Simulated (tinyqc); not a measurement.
Localisation in a chain with random site energies (transfer matrices): one step. The same sites added without interference. Three cases, with inputs chosen for the exercise.

Problem. One site alone reflects R_j = e_j^2/(e_j^2 + 4t^2 - E^2); incoherent addition sums R/(1 - R), and T = 1/(1 + sum).

Hopping -t; leads with site energy 0, E = -2t cos(ka). psi_(j+1) = ((e_j - E)/t) psi_j - psi_(j-1), a product of matrices M_j = [[(e_j - E)/t, -1], [1, 0]]. For M = M_N ... M_1 the transmission is T = 4 sin^2(ka)/|M21 - M12 + M22 exp(ika) - M11 exp(-ika)|^2. Long samples draw e_j = W (x_j/2147483647 - 1/2) from x_j = 16807 x_(j-1) mod 2147483647, starting at x0. The localisation length xi, in sites, is defined by ln T = -2N/xi on average; weak disorder gives xi = 24 (4t^2 - E^2)/W^2, and the mean free path for backscattering is xi/2.

Give: R_j; sum of R/(1 - R); T without interference.

Case 1.

Values chosen: t = 1.33 eV (hopping); E = -0.51 eV (energy); e = (-0.59, 0.08, 0.16, 0.64, 0.37, -0.72, -0.89, 0.3, 0.61, 0.53) eV (site energies of the short sample).

Solution.

R_j: [0.0486, 0.0009, 0.0037, 0.0567, 0.0197, 0.0707, 0.1041, 0.0130, 0.0518, 0.0396]

sum of R/(1 - R) = 0.4373
T without interference = 0.6958

The coherent product gives 0.8761 for this sample.

Case 2.

Values chosen: t = 0.96 eV (hopping); E = -0.37 eV (energy); e = (-0.44, 0.42, -0.32, -0.1, 0.06, -0.46, -0.04, 0.25) eV (site energies of the short sample).

Solution.

R_j: [0.0517, 0.0473, 0.0280, 0.0028, 0.0010, 0.0563, 0.0005, 0.0173]

sum of R/(1 - R) = 0.2146
T without interference = 0.8233

The coherent product gives 0.8331 for this sample.

Case 3.

Values chosen: t = 1.4 eV (hopping); E = -0.51 eV (energy); e = (0.21, 0.19, 0.06, -0.31, 0.12, 0.2, -0.43, 0.04) eV (site energies of the short sample).

Solution.

R_j: [0.0058, 0.0047, 0.0005, 0.0125, 0.0019, 0.0052, 0.0238, 0.0002]

sum of R/(1 - R) = 0.0555
T without interference = 0.9474

The coherent product gives 0.9520 for this sample.

Computed by tinyqc, one run a case: `OMP_NUM_THREADS=1 python tinyqc.py N N+1 out.jsonl` with N = 1450188, 1450389, 1450796; one thread of a shared Intel(R) Xeon(R) Processor @ 2.30GHz, about 0.06 s a run at most.
